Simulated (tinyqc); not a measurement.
Strain-driven crossing of the Gamma and L valleys in a germanium-like crystal: one step. Electrons in the Gamma valley. Three cases, with inputs chosen for the exercise.

Problem. Non-degenerate, parabolic: share = mG^(3/2)/(mG^(3/2) + (mL^(3/2)/4) sum_i exp(-(E_Li - E_Gamma)/kT)). Also the offset at which four equal L valleys hold half of the electrons, kT ln((mL/mG)^(3/2)), and the wavelength hc/E of the direct gap.

Constants: kB = 8.617333262e-05 eV/K; hc = 1239.841984 eV nm.

Case 1.

Values chosen (out of a larger set: near those of Ge, gaps at low temperature; not measured data): mG = 0.0407 m0 (mass at Gamma); mL = 0.56 m0 (density-of-states mass of the four L valleys together); T = 300 K (temperature).

Gamma edge = 0.780049 eV

L edges (eV): [111] 0.708155, [1-1-1] 0.708155, [-11-1] 0.708155, [-1-11] 0.708155

direct and indirect gap (eV): 0.681242  0.609348

Case 2.

Values chosen (out of a larger set: near those of Ge, gaps at low temperature; not measured data): mG = 0.0433 m0 (mass at Gamma); mL = 0.579 m0 (density-of-states mass of the four L valleys together); T = 300 K (temperature).

Gamma edge = 0.722486 eV

L edges (eV): [111] 0.867353, [1-1-1] 0.532557, [-11-1] 0.532557, [-1-11] 0.867353

direct and indirect gap (eV): 0.583647  0.393718

Case 3.

Values chosen (out of a larger set: near those of Ge, gaps at low temperature; not measured data): mG = 0.0421 m0 (mass at Gamma); mL = 0.558 m0 (density-of-states mass of the four L valleys together); T = 200 K (temperature).

Gamma edge = 0.743673 eV

L edges (eV): [111] 0.553949, [1-1-1] 0.776378, [-11-1] 0.776378, [-1-11] 0.776378

direct and indirect gap (eV): 0.662791  0.473067

Give: (mL/mG)^(3/2); share in Gamma; offset for an even split; wavelength.

Solution.

Case 1.

(mL/mG)^(3/2) = 51.04
share in Gamma = 0.121 %
offset for an even split = 101.7 meV
wavelength = 1820 nm

With the L valleys as they lie here, Gamma must be 102 meV below the lowest of them to hold half of the electrons at 300 K; it lies 72 meV above. A direct gap alone is not enough.

Case 2.

(mL/mG)^(3/2) = 48.90
share in Gamma = 0.00264 %
offset for an even split = 100.6 meV
wavelength = 2124 nm

With the L valleys as they lie here, Gamma must be 83 meV below the lowest of them to hold half of the electrons at 300 K; it lies 190 meV above. A direct gap alone is not enough.

Case 3.

(mL/mG)^(3/2) = 48.25
share in Gamma = 0.000137 %
offset for an even split = 66.8 meV
wavelength = 1871 nm

With the L valleys as they lie here, Gamma must be 43 meV below the lowest of them to hold half of the electrons at 200 K; it lies 190 meV above. A direct gap alone is not enough.

Computed by tinyqc, one run a case: `OMP_NUM_THREADS=1 python tinyqc.py N N+1 out.jsonl` with N = 1050807, 1050941, 1051213; one thread of a shared Intel(R) Xeon(R) Processor @ 2.30GHz, about 0.01 s a run at most.
